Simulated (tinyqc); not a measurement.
Which input was changed? Model: velocity overshoot from momentum and energy balance equations after a field step. Computed by tinyqc, a small Python program. Command: `OMP_NUM_THREADS=1 python tinyqc.py 3003521 3003522 out.jsonl overshoot which`. One thread of a shared host (Intel(R) Xeon(R) Processor @ 2.30GHz), about 0.2 s of CPU time with the checks.

At t = 0 the field jumps from 0 to F in a uniform sample. v is the drift velocity and u = w - (3/2) k_B T the excess energy per carrier.

Inputs (values chosen for the exercise, modelled on electrons in GaN except for tau_E):
```
quantity                      value        unit
effective mass m               0.19         m_0
low-field mobility mu_0        1300  cm^2/(V s)
saturation velocity v_s         1.9    1e7 cm/s
energy relaxation time tau_E   0.63          ps
field after the step F           98       kV/cm
lattice temperature T           300           K
time step dt                    3.2          fs
```

Scheme: implicit in the damping.

Constants: m_0 = 9.1093837015e-31 kg; e = 1.602176634e-19 C; k_B = 8.617333262e-05 eV/K.

Method:
- dv/dt = e F/m - v/tau_m(u), du/dt = e F v - u/tau_E, tau_m(u) = tau_0/(1 + c u), tau_0 = m mu_0/e, c = mu_0/(e tau_E v_s^2); this choice gives the steady state v (1 + mu_0 F v/v_s^2) = mu_0 F, which saturates at v_s. Steady velocity v = 2 mu_0 F/(1 + sqrt(1 + 4 (mu_0 F/v_s)^2)); u = e F v tau_E; carrier temperature T + 2u/(3 k_B), neglecting the drift energy m v^2/2.
- Step: v_new = (v + dt e F/m)/(1 + dt/tau_m(u)), u_new = (u + dt e F v_new)/(1 + dt/tau_E). Start v = u = 0; the distance adds dt (v + v_new)/2.
- Run to 8 times the larger of tau_E and tau_0, but at most 20001 steps, and stop early if |v| > 1000 v_s or u < -1/(2c); the run is accepted if the last v is within 0.5 % of the steady value.

Problem. One of these inputs alone was changed, within the range given: effective mass m (0.095 to 0.38); saturation velocity v_s (0.95 to 3.8); energy relaxation time tau_E (0.315 to 1.26); field after the step F (49 to 196). Which one, and to what value?

Results:
```
run     steady carrier temperature (K)  peak velocity (1e7 cm/s)  steady velocity (1e7 cm/s)
before                         8723.67                  4.792749                    1.763595
after                         11852.46                  5.174800                    1.763595
```

Solution.

Each candidate set to reproduce steady carrier temperature, and what it then gives:
```
candidate                           range searched  value needed  peak velocity (1e7 cm/s)  steady velocity (1e7 cm/s)
effective mass m (m_0)               0.095 to 0.38     no effect                         -                           -
saturation velocity v_s (1e7 cm/s)     0.95 to 3.8         2.687                    5.6972                      2.4186
energy relaxation time tau_E (ps)    0.315 to 1.26        0.8640                    5.1748                      1.7636
field after the step F (kV/cm)           49 to 196         131.9                    5.5096                      1.7976
```

Only energy relaxation time tau_E fits every result: it went from 0.63 to 0.864 ps. The next best candidate, field after the step F, misses one result by 6.5 %.

Caution: the excess energy exceeds 0.5 eV, where non-parabolicity, upper valleys and impact ionisation matter.
